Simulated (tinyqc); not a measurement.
Dispersion against the sound-wave line: Born-von Karman spring model of a cubic crystal with one atom per cell. Computed by tinyqc, a small Python program. Command: `OMP_NUM_THREADS=1 python tinyqc.py 3009059 3009060 out.jsonl springs walk`. One thread of a shared host (Intel(R) Xeon(R) Processor @ 2.30GHz), about 0.2 s of CPU time with the checks.

First neighbours lie at a/2 (1,1,0) (12 of them), second at a (1,0,0) (6), with all permutations and signs; the volume per atom is Omega = a^3/4. Two shells of springs match a real metal only roughly, above all at the zone boundary.

Inputs (values chosen for the exercise, modelled on copper):
```
quantity                 value           unit
atomic mass M            63.55              u
radial spring k1L         1.76  eV/angstrom^2
transverse spring k1T   -0.081  eV/angstrom^2
radial spring k2L        0.023  eV/angstrom^2
transverse spring k2T  -0.0081  eV/angstrom^2
```

Lattice: fcc.

Constants: nu for 1 eV/(angstrom^2 u) = 15.6333042 THz.

Method:
- A neighbour at R with unit vector n couples by the matrix K(R) = kL n n^T + kT (1 - n n^T), and D(q) = (1/M) sum_R K(R) [1 - cos(q.R)].
- An eigenvalue lambda of D in eV/(angstrom^2 u) gives nu = 15.6333042 THz x sqrt(lambda).
- The last column divides the top branch by the straight line with its slope at G. End points in 2 pi/a: X = (1, 0, 0), L = (0.5, 0.5, 0.5).

Frequencies (THz) along two lines:
```
line  fraction of the way    nu 1    nu 2    nu 3  nu 3 / linear
G-X                  0.10  0.7478  0.7478  1.1393        0.99557
G-X                  0.25  1.8317  1.8317  2.7824        0.97259
G-X                  0.40  2.8195  2.8195  4.2623        0.93117
G-X                  0.55  3.6568  3.6568  5.4967        0.87335
G-X                  0.70  4.2948  4.2948  6.4220        0.80171
G-X                  0.85  4.6946  4.6946  6.9939        0.71903
G-X                  1.00  4.8308  4.8308  7.1873        0.62807
G-L                  0.10  0.5075  0.5075  1.1389        0.99589
G-L                  0.25  1.2416  1.2416  2.7862        0.97450
G-L                  0.40  1.9071  1.9071  4.2794        0.93549
G-L                  0.55  2.4671  2.4671  5.5362        0.88016
G-L                  0.70  2.8909  2.8909  6.4871        0.81033
G-L                  0.85  3.1548  3.1548  7.0795        0.72827
G-L                  1.00  3.2445  3.2445  7.2806        0.63662
```

What does the comparison show, and why?

Along G-X the top branch ends at 63 % of its linear extrapolation, near the 2/pi = 64 % of a chain with one spring. Along G-L the top branch ends at 64 % of its linear extrapolation, which is the 2/pi of a pure sine: planes normal to this line couple to their next planes alone. A Debye model keeps the straight line throughout.
